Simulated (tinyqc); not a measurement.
What a faster ramp buys: rapid thermal processing of a wafer: radiative balance, ramp and cooling, pattern effects, pyrometer error and spike budget. Computed by tinyqc, a small Python program. Command: `OMP_NUM_THREADS=1 python tinyqc.py 3113103 3113104 out.jsonl rtp walk`. One thread of a shared host (Intel(R) Xeon(R) Processor @ 2.30GHz), about 0.04 s of CPU time with the checks.

The wafer is opaque and uniform through its thickness unless said otherwise; temperatures in formulas are in kelvin (C + 273.15). sigma = 5.670374419e-12 W/(cm^2 K^4).

Inputs (values chosen for the exercise, modelled on a hot silicon wafer): wafer thickness d = 725 micrometre; heat capacity per volume C = 2.18 J/(cm^3 K); thermal conductivity k = 0.27 W/(cm K); emissivity eps of each face = 0.63; reflectivity of the chamber walls r = 0.018; gas heat-transfer coefficient h, both faces together = 7.9 mW/(cm^2 K); wall temperature T_w = 300 K; process temperature = 978 C; starting temperature = 500 C; ramp rate = 25 K/s; activation energy of the process E_a = 1.24 eV.

Constants: k_B = 8.617333262e-05 eV/K.

Method:
- Effective emissivity between parallel grey plates: eps_eff = 1/(1/eps + 1/(1 - r) - 1). Loss per area q(T) = 2 eps_eff sigma (T^4 - T_w^4) + h (T - T_w).
- Absorbed power during a ramp = q(T) + C d x ramp rate; thermal time constant tau = C d/(dq/dT), dq/dT = 8 eps_eff sigma T^3 + h; natural cooling rate q/(C d); front-to-back difference under one-sided heating at the end of the ramp = (absorbed power) d/(2 k).
- Cooling with the lamps off: C d dT/dt = -q(T), integrated adaptively (relative tolerance 1e-10).
- Spike anneal: linear ramp to the peak, then lamps off. Equivalent time at the peak = int exp(-(E_a/k_B)(1/T - 1/T_peak)) dt; estimate (k_B T^2/E_a)(1/ramp rate + 1/cooling rate). The ramp part uses 4000 trapezoid steps, the cooling part 4000 steps over 4 tau.

time constant tau = 2.49949 s

holding power q = 24.7643 W/cm^2

natural cooling rate = 156.687 K/s

Against the ramp rate:
```
ramp (K/s)  ramp part (s)  cooling part (s)  total (s)  power at the peak (W/cm^2)
10                 9.3555           0.76012     10.116                       26.34
25                 3.7422           0.76012      4.502                       28.72
50                 1.8711           0.76012      2.631                       32.67
100                0.9355           0.76012      1.696                       40.57
250                0.3742           0.76012      1.134                       64.28
500                0.1871           0.76012      0.947                      103.79
1000               0.0936           0.76012      0.854                      182.81
```

What follows from these numbers?

From 10 to 100 K/s the total falls by a factor 6.0, from 100 to 1000 K/s by 1.99: the cooling part, 0.760 s, is a floor, and the natural cooling rate here is 157 K/s.

Extremes, crossings and ranges named in words are read from the listed rows.
